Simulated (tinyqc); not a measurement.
# Double-gate transistor below threshold, two-dimensional Poisson equation on a small mesh: effects of single changes

Half of a symmetric double-gate structure: row 0 is the mid-plane of the body, where the normal field vanishes. Mobile charge is neglected (subthreshold), the body is fully depleted, and potentials are counted from the intrinsic level; rows run upward to the gate, columns from source to drain.

Values chosen for this exercise; semiconductor permittivity made up:
```
symbol,value,unit,meaning
T,293,K,temperature
eps_r,14.1,,relative permittivity of the semiconductor
eox,3.9,,relative permittivity of the insulator
tb,4,nm,half the body thickness
tox,1.9,nm,insulator thickness
L,45,nm,channel length
Na,5e17,cm^-3,acceptor density of the depleted body
Vbi,0.6,V,potential of the source
Vfb,-0.02,V,gate offset
Vg,0.05,V,gate voltage
Vd,0.05,V,drain voltage
```

Constants: q = 1.602176634e-19 C, kB = 1.380649e-23 J/K, Vt = kB T/q, eps0 = 8.8541878128e-14 F/cm where lengths are in cm. Results are converted to the units shown.

Each table varies one quantity; the others keep the values above.

## Effect of the insulator thickness

Mesh: rows i = 0..12 in the semiconductor (step hs = tb/12, row 12 on the interface), then 8 step(s) ho = tox/8 up to the gate row 20; columns j = 0..80 (step hy = L/80). Box integration, divided by eps0: up_i = eps hy/h of the interval above row i, dn_i = that of the interval below (0 for row 0), lat_i = (sum of eps h/2 over the intervals above and below)/hy, s_i = -q Na w_i hy/eps0 with w_i the semiconductor height of the box (hs/2 for row 0 and the interface row, hs between, 0 in the insulator). Each free node obeys (up + dn + 2 lat) psi = up psi(above) + dn psi(below) + lat [psi(left) + psi(right)] + s. Fixed values: gate row Vg - Vfb; column 0 at Vbi and the last column at Vbi + Vd in the semiconductor, each running linearly to Vg - Vfb across the insulator. The system is solved directly. On row 0 the minimum of psi and its place come from a parabola through the three lowest nodes; barrier = Vbi - minimum, swing = Vt ln 10/(d psi/dVg), DIBL = (d psi/dVd)/(d psi/dVg) there. Lambda = pi/k with k the smallest positive root of tan(k tox) tan(k tb) = eox/eps_r.

Result of one run:
```
tox (nm),L/Lambda,barrier (V),place y/L,swing (mV/decade),DIBL (mV/V)
2,2.402,0.5250,0.4942,61.18,25.04
```

What becomes of these results when the insulator thickness tox is changed from 2 to 1.4 nm, all else the same?

Result of the changed run:
```
tox (nm),L/Lambda,barrier (V),place y/L,swing (mV/decade),DIBL (mV/V)
1.4,2.792,0.5324,0.4950,59.79,13.58
```

The whole series:
```
tox (nm),L/Lambda,barrier (V),place y/L,swing (mV/decade),DIBL (mV/V)
0.76,3.492,0.5368,0.4960,58.70,4.644
1,3.176,0.5356,0.4956,59.05,7.515
1.4,2.792,0.5324,0.4950,59.79,13.58
2,2.402,0.5250,0.4942,61.18,25.04
2.8,2.061,0.5125,0.4934,63.42,43.50
3.8,1.779,0.4947,0.4924,66.66,70.16
```

As tox goes from 0.76 to 3.8 nm, the barrier falls from 0.537 to 0.495 V, the swing rises from 58.7 to 66.7 mV a decade and DIBL rises from 4.64 to 70.2 mV/V; the ideal swing is 58.1. L/Lambda goes from 3.5 to 1.8.

## Effect of the acceptor density of the depleted body

Same model as above.

Effect of the acceptor density of the depleted body:
```
Na (cm^-3),L/Lambda,barrier (V),place y/L,swing (mV/decade),DIBL (mV/V)
0,2.456,0.5046,0.4942,60.93,22.92
5e17,2.456,0.5264,0.4944,60.93,22.96
1e18,2.456,0.5482,0.4946,60.93,23.00
2e18,2.456,0.5918,0.4949,60.93,23.06
3e18,2.456,0.6354,0.4952,60.93,23.12
5e18,2.456,0.7226,0.4958,60.93,23.21
```

As Na goes from 0 to 5e18 cm^-3, the barrier rises from 0.505 to 0.723 V, the swing stays near 60.9 mV a decade and DIBL rises from 22.9 to 23.2 mV/V; the ideal swing is 58.1. The barrier top moves from y/L = 0.494 to 0.496.

## Choice of the relaxation factor

Mesh: rows i = 0..3 in the semiconductor (step hs = tb/3, row 3 on the interface), then 2 step(s) ho = tox/2 up to the gate row 5; columns j = 0..6 (step hy = L/6). Sweeps go row by row from row 0, left to right, psi(new) = psi + omega (t - psi) with t the value that solves the node equation for the newest neighbours; free nodes start at zero; stop when the largest change is below 1e-7 V.

Choice of the relaxation factor:
```
omega,sweeps
1,202
1.1,168
1.2,138
1.3,112
1.4,89
1.5,67
1.6,43
1.7,41
1.8,66
1.9,135
```

Read the table: what changes, and by how much?

Gauss-Seidel (omega = 1) takes 202 sweeps; the fewest, 41, are at omega = 1.7, and omega = 1.9 takes 135. The Jacobi matrix of this mesh has spectral radius rho = 0.9715, so theory puts the best factor at 2/(1 + sqrt(1 - rho^2)) = 1.62.

Program tinyqc, `OMP_NUM_THREADS=1 python tinyqc.py 2480029 2480030 out.jsonl`; Intel Xeon 2.30GHz, shared host, one thread, about 0.1 s.
